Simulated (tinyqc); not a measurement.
Thermal RC ladder, step response: course of the time stepping.

A ladder of 2 nodes: R_i joins node i to node i + 1, the last R to the ambient; C_i is the heat capacity of node i; theta is the rise above ambient, zero at t = 0. d theta/dt = -A theta + b with b = (Pw/C_1, 0, ...), times in ms.

A = C^(-1) K, K_ii = 1/R_(i-1) + 1/R_i (no first term for node 1), K_(i,i+1) = K_(i+1,i) = -1/R_i.

Explicit Euler: theta(new) = theta + dt (b - A theta).

Sixteen steps, against the exact rise Pw Z(t); the run counts as sound if the error in the last step is under 5 % of the exact rise. The time constants tau_k are the inverse eigenvalues of A; the rise of node 1 per watt is Z(t) = sum_k r_k (1 - exp(-t/tau_k)), with r_k = v_k1^2 tau_k/C_1 and v_k the unit eigenvectors of C^(-1/2) K C^(-1/2).

Inputs (values chosen for the exercise): resistances, junction to ambient R = [0.25, 1] K/W; heat capacities of the nodes C = [0.44, 5] mJ/K; power at node 1 from t = 0 Pw = 22 W; time step dt = 0.29 ms.

Course of the iteration:

| step | t (ms) | theta_1 (K) | exact (K) | error (K) |
|---|---|---|---|---|
| 1 | 0.29 | 14.5 | 5.54737 | 8.95 |
| 2 | 0.58 | -9.22727 | 6.91813 | -16.1 |
| 3 | 0.87 | 38.4679 | 7.99803 | 30.5 |
| 4 | 1.16 | -47.7944 | 9.00954 | -56.8 |
| 5 | 1.45 | 116.701 | 9.96792 | 107 |
| 6 | 1.74 | -188.664 | 10.8766 | -200 |
| 7 | 2.03 | 385.940 | 11.7382 | 374 |
| 8 | 2.32 | -687.903 | 12.5551 | -700 |
| 9 | 2.61 | 1325.90 | 13.3297 | 1310 |
| 10 | 2.9 | -2444.03 | 14.0641 | -2460 |
| 11 | 3.19 | 4619.69 | 14.7604 | 4600 |
| 12 | 3.48 | -8609.67 | 15.4207 | -8630 |
| 13 | 3.77 | 16172.7 | 16.0468 | 1.62e4 |
| 14 | 4.06 | -30246.5 | 16.6404 | -3.03e4 |
| 15 | 4.35 | 56705.0 | 17.2032 | 5.67e4 |
| 16 | 4.64 | -1.06166e5 | 17.7369 | -1.06e5 |

Did this iteration meet its convergence test, and what does its course show?

No. The error alternates in sign and grows by a factor of about 1.87 a step. The step is 2.87 times the fastest time constant, 0.101 ms, and explicit Euler multiplies that mode by 1 - dt/tau = -1.87; it is stable only for dt < 2 tau. A rerun with dt = 0.1 ms ends 0.43 % above the exact rise at t = 4.70 ms.

Program tinyqc, `OMP_NUM_THREADS=1 python tinyqc.py 2520124 2520125 out.jsonl`; Intel Xeon 2.30GHz, shared host, one thread, about 0.01 s.
